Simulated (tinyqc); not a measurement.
Trap density from the barrier height.

Problem. In a partly depleted grain with all boundary traps filled, 2 N W = Qt and VB = q N W^2/(2 eps0 eps_r). Find Qt, W and the doping at which VB would equal Vt.

Inputs (values chosen for the exercise):
- T = 250 K (temperature)
- eps_r = 11.7 (relative permittivity)

Constants: q = 1.602176634e-19 C, kB = 1.380649e-23 J/K, Vt = kB T/q, eps0 = 8.8541878128e-14 F/cm where lengths are in cm. Results are converted to the units shown.

doping = 7.7e17 cm^-3
barrier height = 0.11072194 V

Answer. Eliminating W gives VB = q Qt^2/(8 eps0 eps_r N), which falls as 1/N.

Qt = 2.10e12 cm^-2
W = 13.6 nm
doping for VB = Vt = 3.96e18 cm^-3

Computed by the program tinyqc: `OMP_NUM_THREADS=1 python tinyqc.py 2830291 2830292 out.jsonl`, one thread of a shared Intel Xeon 2.30GHz, about 0.01 s for the whole run.
